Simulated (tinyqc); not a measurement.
# MOSFET in the linear regime without short-channel effects, parameter extraction from computed curves: extraction methods against the source plus drain resistance

Inversion charge Q = Cox n Vt W0(exp((Vg - VT)/(n Vt))), W0 the Lambert function and n = nf; u = Q/Cox; mobility mu = mu0/(1 + th1 u + th2 u^2); channel resistance Rch = (L - dL)/(W mu Q); Id = Vd/(Rch + Rsd/W). Cox = eps0 eox/tox. Small Vd, no channel-length or drain effects.

From the continuous curve Id(Vg): tangent at peak gm (V_ext = Vg - Id/gm); constant current Id = 0.1 uA W/L; peak of d2Id/dVg2; Y = Id/sqrt(gm) drawn through Vg = VT + 0.6 and VT + 0.8 V, with intercept VT_Y and slope s. Mobilities gm,max L/(W Cox Vd) and s^2 L/(W Cox Vd) with the drawn L. Last column: share of Rsd/W in the total resistance at VT + 0.8 V.

Values chosen for this exercise; channel values of the order met in silicon transistors:
```
symbol,value,unit,meaning
T,300,K,temperature
eox,3.9,,relative permittivity of the gate insulator (close to silicon dioxide)
tox,4.9,nm,insulator thickness
mu0,240,cm^2/(V s),low-field mobility
th1,0.43,1/V,first mobility attenuation factor
th2,0.18,1/V^2,second mobility attenuation factor
VT,0.61,V,threshold voltage
nf,1.24,,body factor
W,1,um,gate width
L,0.39,um,drawn gate length
dL,0.003,um,drawn less effective length
Vd,0.025,V,drain voltage
```

Constants: q = 1.602176634e-19 C, kB = 1.380649e-23 J/K, Vt = kB T/q, eps0 = 8.8541878128e-14 F/cm where lengths are in cm. Results are converted to the units shown.

Extraction methods against the source plus drain resistance:

| Rsd (ohm um) | V_ext (V) | constant current (V) | second derivative (V) | VT_Y (V) | mobility from gm (cm^2/(V s)) | mobility from Y (cm^2/(V s)) | series share (%) |
|---|---|---|---|---|---|---|---|
| 0 | 0.614 | 0.624 | 0.601 | 0.698 | 174 | 269 | 0 |
| 50 | 0.614 | 0.624 | 0.601 | 0.698 | 173 | 269 | 1.09 |
| 100 | 0.613 | 0.624 | 0.601 | 0.698 | 172 | 269 | 2.16 |
| 200 | 0.612 | 0.624 | 0.601 | 0.698 | 170 | 269 | 4.22 |
| 400 | 0.609 | 0.624 | 0.600 | 0.698 | 166 | 269 | 8.10 |
| 800 | 0.605 | 0.625 | 0.599 | 0.698 | 159 | 269 | 15.0 |
| 1500 | 0.600 | 0.625 | 0.598 | 0.698 | 149 | 269 | 24.8 |

What does the table show?

The model has VT = 0.61 V and mu0 = 240 cm^2/(V s). Over the table the extracted thresholds move by 15 mV (tangent), 0.88 mV (constant current), 3.5 mV (second derivative), under 0.5 mV (Y function). The mobility from gm falls from 174 to 149 and that from Y stays near 269 cm^2/(V s). Y cancels the series resistance, which multiplies Id and sqrt(gm) by the same factor.

tinyqc, about 0.01 s, one thread, Intel Xeon 2.30GHz (shared host): `OMP_NUM_THREADS=1 python tinyqc.py 2210095 2210096 out.jsonl`
